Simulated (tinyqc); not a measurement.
Efficiency against current: defect, radiative and Auger recombination at equal electron and hole densities (ABC model).

J/(e d) = Ae n + B n^2 + C n^3 with Ae = A + 4 S/w (four side walls, carriers spread evenly), e = 1.602176634e-19 C, lengths in cm; internal efficiency IQE = B n^2/(Ae n + B n^2 + C n^3); all injected carriers recombine in the layer.

Parameters, chosen for this exercise (orders of magnitude like those quoted for GaAs; shifted at random, so the results belong to these values and not to a real crystal): A = 5800000 1/s (defect rate); B = 1e-10 cm^3/s (radiative coefficient); C = 1.8e-30 cm^6/s (Auger coefficient); S = 0 cm/s (recombination velocity of the side walls); w = 32 micrometre (side of the square mesa); d = 200 nm (active thickness).

The slope is d ln(B n^2)/d ln J = 2 (Ae + B n + C n^2)/(Ae + 2 B n + 3 C n^2).

Results:
```
J (A/cm^2)  n (1/cm^3)    IQE  slope  differential lifetime (ns)
1.0           3.39e+16  0.369  1.460                        79.4
20            2.22e+17  0.790  1.113                        19.8
70            4.38e+17  0.877  1.058                        10.6
3.0e+02       9.31e+17  0.927  1.022                        5.08
1.0e+03       1.71e+18  0.939  1.001                        2.75
4.0e+03       3.40e+18  0.927  0.980                        1.34
2.0e+04       7.40e+18  0.876  0.948                       0.562
7.0e+04       1.33e+19  0.805  0.914                       0.277
3.0e+05       2.53e+19  0.686  0.865                       0.117
```

Give the missing row, J (A/cm^2) = 4.0.

Computed row:
```
J (A/cm^2)  n (1/cm^3)    IQE  slope  differential lifetime (ns)
4.0           8.64e+16  0.598  1.250                        43.3
```

IQE peaks at 0.939 for J = 1.1e+03 A/cm^2, where the slope passes 1. It is 0.369 at the lowest current and 0.686 at the highest, a droop of 27 %. The slope runs from 1.46 to 0.87; its limits are 2 (defects alone), 1 (radiation alone) and 2/3 (Auger alone). Rows above 1e5 A/cm^2 (1 of them) are formal: heating, left out, would destroy a real device. In the 4 rows above about 2e18 1/cm^3 the bands are degenerate: B saturates and stimulated emission, left out, would clamp n in a laser cavity.

Program tinyqc; command `OMP_NUM_THREADS=1 python tinyqc.py 1652449 1652450 out.jsonl`; about 0.01 s on one thread of a shared Intel(R) Xeon(R) Processor @ 2.30GHz.
